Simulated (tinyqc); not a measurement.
Inside a calculation: defect, radiative and Auger recombination at equal electron and hole densities (ABC model). Values are carried at full precision from step to step, so a last printed digit may differ when a step is redone from the rounded ones.

J/(e d) = Ae n + B n^2 + C n^3 with Ae = A + 4 S/w (four side walls, carriers spread evenly), e = 1.602176634e-19 C, lengths in cm; internal efficiency IQE = B n^2/(Ae n + B n^2 + C n^3); all injected carriers recombine in the layer.

Values chosen for the exercise (orders of magnitude like those quoted for GaN; the results hold for these values, not for the real material): A = 11000000 1/s (defect rate); B = 1.8e-12 cm^3/s (radiative coefficient); C = 1.2e-31 cm^6/s (Auger coefficient); S = 4800 cm/s (recombination velocity of the side walls); w = 63 micrometre (side of the square mesa); d = 4.1 nm (active thickness); J = 9.1 A/cm^2 (current density); ex = 0.53 (extraction efficiency); Eph = 2.77 eV (photon energy).

## The efficiency peak

IQE peaks at n_p = sqrt(Ae/C); with Q = B/sqrt(Ae C), IQE_max = Q/(Q + 2).

Ae = 1.4048e+07 1/s
n_p = 1.082e+19 1/cm^3
Q = 1.386
IQE_max = 0.409
J at the peak = 33.8 A/cm^2

The side walls supply 22 % of Ae.

## Carrier density at the given current

G = J/(e d). Newton steps from the smallest of G/Ae, sqrt(G/B) and (G/C)^(1/3); stop when the relative step is below 1e-9.

G = 1.385e+26 1/(cm^3 s)

Newton steps:

| step | n (1/cm^3) | rate/G | relative step |
|---|---|---|---|
| 1 | 8.7728e+18 | 2.47445 | -0.32 |
| 2 | 5.9876e+18 | 1.25893 | -0.12 |
| 3 | 5.2481e+18 | 1.01526 | -0.0094 |
| 4 | 5.1988e+18 | 1.00006 | -4.1e-05 |
| 5 | 5.1986e+18 | 1.00000 | -7.4e-10 |

n = 5.199e+18 1/cm^3

The start is an upper bound and the function is convex, so the steps fall monotonically; 5 are needed.

## Shares, lifetimes and light

Shares of the three paths; lifetime n/G = 1/(Ae + B n + C n^2); differential lifetime 1/(Ae + 2 B n + 3 C n^2) and bandwidth 1/(2 pi tau_d); optical power density ex IQE J Eph/e.

shares: defect 0.5272, radiative 0.3511, Auger 0.1217

lifetime = 37.5 ns
differential lifetime = 23.5 ns
bandwidth = 6.76 MHz
optical power density = 4.69 W/cm^2

The defect path is the largest; the device runs below its efficiency peak, where the defect and Auger shares are equal.

## Checks

- Density from Newton steps against bisection (1/cm^3): both 5.1986e+18.

Run: tinyqc, `OMP_NUM_THREADS=1 python tinyqc.py 1652526 1652527 out.jsonl`; Intel(R) Xeon(R) Processor @ 2.30GHz, one thread, shared host; about 0.01 s of CPU time with all checks.
